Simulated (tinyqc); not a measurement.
Inside a calculation. Method: CID on RHF in the 6-31g basis, for H-, spin multiplicity 1. The basis has no diffuse functions, so it cannot describe the extra electron: this is an exercise in the method, not the real anion. One step of it, computed by the program tinyqc.

Problem. CID: determinants and Hamiltonian. Slater-Condon rules over spin orbitals, with the nuclear repulsion added and E(HF) subtracted on the diagonal.

one-electron integrals over orbitals h = C^T H C (hartree):
```
           1          2
1  -0.477654  -0.138978
2  -0.138978   0.440356
```

Two-electron integrals over orbitals (pq|rs), unique and non-zero (hartree):
```
(11|11) 0.532867   (21|11) 0.138978   (21|21) 0.136050   (22|11) 0.591309
(22|21) 0.243852   (22|22) 0.778941
```

nuclear repulsion = 0 hartree

Hartree-Fock energy = -0.42244193 hartree

Give: determinants; H - E(HF) between determinants.

Solution.

Occupation strings over the orbitals (2 doubly, a alpha, b beta, 0 empty; spin orbitals ordered 1a 1b 2a 2b ...): 20 02

H - E(HF) between determinants (hartree):
```
       20     02
20  0.000  0.136
02  0.136  2.082
```
